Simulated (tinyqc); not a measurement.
# Worked calculation: six-transistor SRAM cell, nodal equations and margins

Numbers from tinyqc (`OMP_NUM_THREADS=1 python tinyqc.py 2340071 2340072 out.jsonl`; about 0.1 s on one thread of a shared Intel Xeon 2.30GHz). Printed values are rounded.

Two cross-coupled inverters (pull-down bn, pull-up bp) hold the nodes Q and QB; access transistors (ba, threshold VTn, gate on the word line at Vdd when selected) join them to the bit lines. Transistor (EKV form, voltages against the body): I = 2 n b Vt^2 [F(vp - Vs) - F(vp - Vd)] from drain to source, F(v) = ln^2(1 + exp(v/(2 Vt))), vp = (Vg - VT + sg |Vd - Vs|)/n. n-channel bodies are at 0; for the p-channel device all voltages are counted down from Vdd. b in uA/V^2 gives I in uA. For an access transistor the bit line is the drain and the node the source. In a read both bit lines are at Vdd. The cell is symmetric (no mismatch).

Inputs (values chosen for the exercise):
- T = 400 K (temperature)
- Vdd = 0.75 V (supply voltage)
- n = 1.16 (slope factor)
- sg = 0.063 (drain-induced barrier lowering)
- VTn = 0.38 V (n-channel threshold)
- VTp = 0.34 V (p-channel threshold (magnitude))
- bn = 200 uA/V^2 (gain factor of the pull-down transistor)
- ba = 100 uA/V^2 (gain factor of the access transistor)
- bp = 120 uA/V^2 (gain factor of the pull-up transistor)

Constants: q = 1.602176634e-19 C, kB = 1.380649e-23 J/K, Vt = kB T/q. Results are converted to the units shown.

## Iteration 1: node voltages in a read by Newton steps

(Q, QB) at the start (V): Q 0.000000, QB 0.750000

F1 = In(gate QB, drain Q) - Ip(gate QB, drain Q) - Ia(bit line, Q), F2 the same with Q and QB exchanged; J by central differences with +/- 1e-6 V; solve J d = -F, limit each component to +/- 0.15 V and add.

F1, F2 (uA): [-7.51997, 0.00013]

J (uS):

|  | Q | QB |
|---|---|---|
| F1 | 117.237 | 0.005 |
| F2 | 0.003 | 48.966 |

(Q, QB) after iteration 1 (V): Q 0.064143, QB 0.749993

## Iteration 2: node voltages in a read by Newton steps

As before.

F1, F2 (uA): [-0.709214, 0.000357]

J (uS):

|  | Q | QB |
|---|---|---|
| F1 | 95.0735 | 13.2421 |
| F2 | 0.0167 | 41.0853 |

(Q, QB) after iteration 2 (V): Q 0.071605, QB 0.749981

## Course of the iteration: node voltages in a read by Newton steps

Stop when the largest change of (Q, QB) is below 1e-9 V, or after 30 iterations. The rule counts as met only at the stable state with Q low.

Course of the iteration:

| iteration | Q (V) | largest \|change\| of one entry (V) |
|---|---|---|
| 1 | 0.0641435 | 0.0641 |
| 2 | 0.0716048 | 7.46e-3 |
| 3 | 0.0717098 | 1.05e-4 |
| 4 | 0.0717099 | 2.10e-8 |
| 5 | 0.0717099 | < 1e-14 |

Converged in 5 iterations. At the end the number of correct digits about doubles with each step.

## Read current and disturbance

(Q, QB) (V): Q 0.0717099, QB 0.749981

Iread = Ia(bit line at Vdd, source Q); cell ratio bn/ba; time to pull a bit line of 20 fF down by 0.1 V at that current.

Iread = 4.71778 uA
cell ratio = 2
time = 423.928 ps

The read lifts the low node to 71.7 mV, against a balance point of 383 mV.

## The largest square in the read butterfly

| point | c (V) |
|---|---|
| 0 | 0.11 |
| 1 | 0.19 |
| 2 | 0.27 |
| 3 | 0.32 |
| 4 | 0.38 |
| 5 | 0.42 |
| 6 | 0.46 |

f(x) is the node voltage of one half-cell in a read for input x (In - Ip - Ia = 0). Static noise margin: side of the largest square between the curve (x, f(x)) and its mirror image (f(y), y); with h(c) the root x of f(x) - x = c, it is the maximum over c > 0 of h(c) - h(-c) + c.

| point | h(c) (V) | h(-c) (V) | side (V) |
|---|---|---|---|
| 0 | 0.372532 | 0.408321 | 0.074211 |
| 1 | 0.367290 | 0.439609 | 0.117681 |
| 2 | 0.360511 | 0.476763 | 0.153748 |
| 3 | 0.352775 | 0.501740 | 0.171035 |
| 4 | 0.334018 | 0.533697 | 0.180322 |
| 5 | 0.312333 | 0.556757 | 0.175576 |
| 6 | 0.282707 | 0.581680 | 0.161027 |

The maximum over c is 180.3 mV, the read margin; with the word line off (no Ia) the same construction gives 296.0 mV.
